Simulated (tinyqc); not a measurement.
# MOSFET in the linear regime without short-channel effects, parameter extraction from computed curves: extraction methods against the temperature

Inversion charge Q = Cox n Vt W0(exp((Vg - VT)/(n Vt))), W0 the Lambert function and n = nf; u = Q/Cox; mobility mu = mu0/(1 + th1 u + th2 u^2); channel resistance Rch = (L - dL)/(W mu Q); Id = Vd/(Rch + Rsd/W). Cox = eps0 eox/tox. Small Vd, no channel-length or drain effects.

From the continuous curve Id(Vg): tangent at peak gm (V_ext = Vg - Id/gm); constant current Id = 0.1 uA W/L; peak of d2Id/dVg2; Y = Id/sqrt(gm) drawn through Vg = VT + 0.6 and VT + 0.8 V, with intercept VT_Y and slope s. Mobilities gm,max L/(W Cox Vd) and s^2 L/(W Cox Vd) with the drawn L. Last column: share of Rsd/W in the total resistance at VT + 0.8 V.

Inputs (values chosen for the exercise); channel values of the order met in silicon transistors: relative permittivity of the gate insulator (close to aluminium oxide) eox = 8.81; insulator thickness tox = 5.2 nm; low-field mobility mu0 = 100 cm^2/(V s); first mobility attenuation factor th1 = 0.2 1/V; second mobility attenuation factor th2 = 0.16 1/V^2; threshold voltage VT = 0.66 V; body factor nf = 1.34; gate width W = 1 um; drawn gate length L = 1.4 um; drawn less effective length dL = 0.013 um; source plus drain resistance Rsd = 120 ohm um; drain voltage Vd = 0.025 V.

Constants: q = 1.602176634e-19 C, kB = 1.380649e-23 J/K, Vt = kB T/q, eps0 = 8.8541878128e-14 F/cm where lengths are in cm. Results are converted to the units shown.

Extraction methods against the temperature:

| T (K) | V_ext (V) | constant current (V) | second derivative (V) | VT_Y (V) | mobility from gm (cm^2/(V s)) | mobility from Y (cm^2/(V s)) | series share (%) |
|---|---|---|---|---|---|---|---|
| 77 | 0.670 | 0.696 | 0.658 | 0.731 | 88.8 | 123 | 0.787 |
| 110 | 0.672 | 0.696 | 0.657 | 0.735 | 86.5 | 120 | 0.778 |
| 150 | 0.674 | 0.694 | 0.656 | 0.739 | 84.2 | 118 | 0.768 |
| 220 | 0.674 | 0.688 | 0.654 | 0.742 | 80.9 | 113 | 0.752 |
| 300 | 0.673 | 0.677 | 0.651 | 0.744 | 77.8 | 108 | 0.737 |
| 370 | 0.671 | 0.666 | 0.649 | 0.743 | 75.5 | 105 | 0.725 |
| 450 | 0.667 | 0.652 | 0.646 | 0.740 | 73.2 | 101 | 0.714 |

What does the table show?

The model has VT = 0.66 V and mu0 = 100 cm^2/(V s). Over the table the extracted thresholds move by 7.0 mV (tangent), 45 mV (constant current), 12 mV (second derivative), 12 mV (Y function). The mobility from gm falls from 88.8 to 73.2 and that from Y falls from 123 to 101 cm^2/(V s).

Numbers from tinyqc (`OMP_NUM_THREADS=1 python tinyqc.py 2210162 2210163 out.jsonl`; about 0.01 s on one thread of a shared Intel Xeon 2.30GHz).
